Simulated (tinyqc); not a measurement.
# Space-charge-limited current with shallow traps: what changes with what

One carrier type, drift only, an injecting contact at x = 0 (zero field) and thickness L. The share th = y/(1 + y), y = (Nc/Nt) exp(-Et/kB T), of the injected charge is free: J = q mu n F, eps0 eps_r dF/dx = q (n - n0)/th.

Inputs (values chosen for the exercise):
```
symbol   value        unit                              meaning
T          350           K                          temperature
eps_r        9                            relative permittivity
mu       0.094  cm^2/(V s)                             mobility
L          250          nm                            thickness
Nc      7.3e19       cm^-3               band density of states
Nt      2.4e17       cm^-3                         trap density
Et        0.33          eV                           trap depth
n0      7.8e12       cm^-3  free carrier density in equilibrium
V          6.3           V                              voltage
```

Constants: q = 1.602176634e-19 C, kB = 1.380649e-23 J/K, Vt = kB T/q, eps0 = 8.8541878128e-14 F/cm where lengths are in cm. Results are converted to the units shown.

Each table varies one quantity; the others keep the values above.

## From ohmic to space-charge-limited current

Ohmic J = q n0 mu V/L; Mott-Gurney J = (9/8) th eps0 eps_r mu V^2/L^3; they cross at Vx = 8 q n0 L^2/(9 th eps0 eps_r); traps fill at V_TFL = q Nt L^2/(2 eps0 eps_r). Exact: with u = n0/n(L), w = -u - ln(1 - u) and v = -u - u^2/2 - ln(1 - u), V = (q n0 L^2/(th eps0 eps_r)) v/w^2 and J = q^2 n0^2 mu L/(th eps0 eps_r w).

From ohmic to space-charge-limited current:
```
V (V)  J (A/cm^2)  ohmic (A/cm^2)  Mott-Gurney (A/cm^2)  d ln J/d ln V
0.016    7.879e-5        7.518e-5              7.397e-6          1.050
0.03     1.549e-4        1.410e-4              2.601e-5          1.108
0.055    3.126e-4        2.584e-4              8.741e-5          1.220
0.1      6.794e-4        4.699e-4              2.890e-4          1.383
0.18     0.001613        8.458e-4              9.362e-4          1.558
0.34     0.004585        0.001598              0.003340          1.719
0.61      0.01295        0.002866               0.01075          1.827
1.1       0.03889        0.005169               0.03496          1.898
2.1        0.1349        0.009868                0.1274          1.944
3.8        0.4307         0.01786                0.4173          1.969
6.9         1.400         0.03242                 1.376          1.983
```

What does the table show?

The local exponent rises from 1.05 to 1.98, passing from ohmic towards the square law around Vx = 0.163 V. In the last row J is 1.8 % above the Mott-Gurney value. For V = 0.016, 0.03, 0.055, 0.1, 0.18, 0.34, 0.61, 1.1, 2.1 the voltage is under 100 kB T/q, where diffusion would add more than a third of the Mott-Gurney current.

## Effect of the thickness

Same model as above.

Effect of the thickness:
```
L (nm)  J (A/cm^2)  ohmic (A/cm^2)  Mott-Gurney (A/cm^2)  d ln J/d ln V
120          10.42         0.06167                 10.37          1.996
160          4.410         0.04625                 4.375          1.992
220          1.708         0.03364                 1.683          1.985
300         0.6823         0.02467                0.6637          1.973
400         0.2940         0.01850                0.2800          1.952
530         0.1309         0.01396                0.1204          1.918
720        0.05586         0.01028               0.04801          1.857
```

What does the comparison show?

J falls from 10.4 to 0.0559 A/cm^2, as L^(-2.99) between the first two rows and L^(-2.78) between the last two (space charge -3, ohmic -1). The thickness law marks a bulk-limited current; an electrode-limited one depends on V/L alone. For L = 120, 160, 220 V exceeds half of V_TFL, which goes as L^2, so trap filling, left out here, would raise the current.

Range of the model: Diffusion and a field-dependent mobility are left out. With injecting contacts the diffusion current, about 4 pi^2 Vt th eps0 eps_r mu V/L^3, equals the Mott-Gurney current at V = 35 kB T/q (0.9 V at 300 K), so the drift-only result needs V well above that.

tinyqc, about 0.01 s, one thread, Intel Xeon 2.30GHz (shared host): `OMP_NUM_THREADS=1 python tinyqc.py 2370092 2370093 out.jsonl`
